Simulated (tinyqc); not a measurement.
Worked calculation: CIS on RHF in the sto-6g basis, frozen core, for BeH2, spin multiplicity 1. One step of it, computed by the program tinyqc.

Question. CIS singlet states. Diagonalise A (1 hartree = 27.211386 eV); each vector has its largest component positive (the first on a tie). The transition dipole is mu = sqrt2 sum c_ia <i|r|a>.

CIS matrix A, singlet (hartree), order 2>4, 2>5, 2>6, 2>7, 3>4, 3>5, 3>6, 3>7:
$$\begin{pmatrix}
0.394956 & 0.000000 & -0.009422 & 0.000000 & 0.000000 & 0.000000 & 0.000000 & -0.005072 \\
0.000000 & 0.398525 & 0.000000 & 0.000000 & 0.000000 & 0.000000 & 0.000000 & 0.000000 \\
-0.009422 & 0.000000 & 0.699677 & 0.000000 & 0.000000 & 0.000000 & 0.000000 & 0.002288 \\
0.000000 & 0.000000 & 0.000000 & 1.094795 & 0.005360 & 0.000000 & -0.018681 & 0.000000 \\
0.000000 & 0.000000 & 0.000000 & 0.005360 & 0.302981 & 0.000000 & -0.016137 & 0.000000 \\
0.000000 & 0.000000 & 0.000000 & 0.000000 & 0.000000 & 0.305310 & 0.000000 & 0.000000 \\
0.000000 & 0.000000 & 0.000000 & -0.018681 & -0.016137 & 0.000000 & 0.661802 & 0.000000 \\
-0.005072 & 0.000000 & 0.002288 & 0.000000 & 0.000000 & 0.000000 & 0.000000 & 1.089976
\end{pmatrix}$$

dipole integrals <i|r|a> (bohr), order 2>4, 2>5, 2>6, 2>7, 3>4, 3>5, 3>6, 3>7:
$$\begin{pmatrix}
0.000000 & 0.000000 & 0.955644 \\
0.961639 & 0.000000 & 0.000000 \\
0.000000 & 0.000000 & 0.066941 \\
0.000000 & -0.572570 & 0.000000 \\
0.000000 & 0.078121 & 0.000000 \\
0.000000 & 0.000000 & 0.000000 \\
0.000000 & -1.091795 & 0.000000 \\
0.000000 & 0.000000 & -0.221495
\end{pmatrix}$$

Give: singlet excitation energies; lowest vectors; oscillator strengths 2/3 w |mu|^2.

Answer.

singlet excitation energies (eV): [8.224, 8.308, 10.738, 10.844, 18.006, 19.047, 29.661, 29.814]

lowest vectors, order 2>4, 2>5, 2>6, 2>7, 3>4, 3>5, 3>6, 3>7:
$$\begin{pmatrix}
0.000 & 0.000 & 0.999 & 0.000 & 0.000 & -0.031 \\
0.000 & 0.000 & 0.000 & 1.000 & 0.000 & 0.000 \\
0.000 & 0.000 & 0.031 & 0.000 & 0.000 & 1.000 \\
-0.006 & 0.000 & 0.000 & 0.000 & 0.044 & 0.000 \\
0.999 & 0.000 & 0.000 & 0.000 & -0.044 & 0.000 \\
0.000 & 1.000 & 0.000 & 0.000 & 0.000 & 0.000 \\
0.045 & 0.000 & 0.000 & 0.000 & 0.998 & 0.000 \\
0.000 & 0.000 & 0.007 & 0.000 & 0.000 & -0.006
\end{pmatrix}$$

oscillator strengths 2/3 w |mu|^2: [0.000, 0.000, 0.481, 0.491, 1.103, 0.001]
